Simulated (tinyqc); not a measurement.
Length of a polyene: Hueckel, PPP and singles CI along the polyenes. Computed by the program tinyqc. 

All-trans chains of carbon centres 1.40 angstrom apart:
```
parameter                               value
beta (eV), times 1 +/- alternation  -2.250000
alternation                                 0
W (eV)                              11.160000
gamma_rr (eV)                       10.490000
repulsion formula                        Ohno
```

Hueckel uses the same beta without repulsion; CIS keeps all single excitations and so misses the low, doubly excited 2Ag state. W is the valence ionisation energy of a centre, MN the Mataga-Nishimoto formula, f the oscillator strength.

Gaps and excitations (eV):
```
centres  Hueckel gap  PPP orbital gap  bright singlet (CIS)      f  lowest triplet (CIS)
2              4.500           11.844                 6.073  0.521                 2.927
4              2.781            9.251                 4.702  1.012                 1.889
6              2.003            7.909                 3.872  1.444                 1.389
8              1.563            7.089                 3.323  1.828                 1.111
10             1.281            6.540                 2.933  2.168                 0.940
12             1.085            6.149                 2.645  2.472                 0.827
```

The Hueckel gap tends to 4 x alternation x |beta| = 0.00 eV for long chains (zero without alternation, falling as 1/N). Exchange opens the PPP orbital gap, and the attraction of electron and hole brings the bright state 3.50 eV below it at 12 centres; the triplet lies 1.82 eV lower still.
